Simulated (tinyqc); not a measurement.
# Trap density from the barrier height

Problem. In a partly depleted grain with all boundary traps filled, 2 N W = Qt and VB = q N W^2/(2 eps0 eps_r). Find Qt, W and the doping at which VB would equal Vt.

Values chosen for this exercise:
```
symbol  value  unit                meaning
T         250     K            temperature
eps_r    11.7        relative permittivity
```

Constants: q = 1.602176634e-19 C, kB = 1.380649e-23 J/K, Vt = kB T/q, eps0 = 8.8541878128e-14 F/cm where lengths are in cm. Results are converted to the units shown.

doping = 2.6e18 cm^-3
barrier height = 0.054205081 V

Answer. Eliminating W gives VB = q Qt^2/(8 eps0 eps_r N), which falls as 1/N.

Qt = 2.70e12 cm^-2
W = 5.19 nm
doping for VB = Vt = 6.54e18 cm^-3

tinyqc, about 0.01 s, one thread, Intel Xeon 2.30GHz (shared host): `OMP_NUM_THREADS=1 python tinyqc.py 2830032 2830033 out.jsonl`
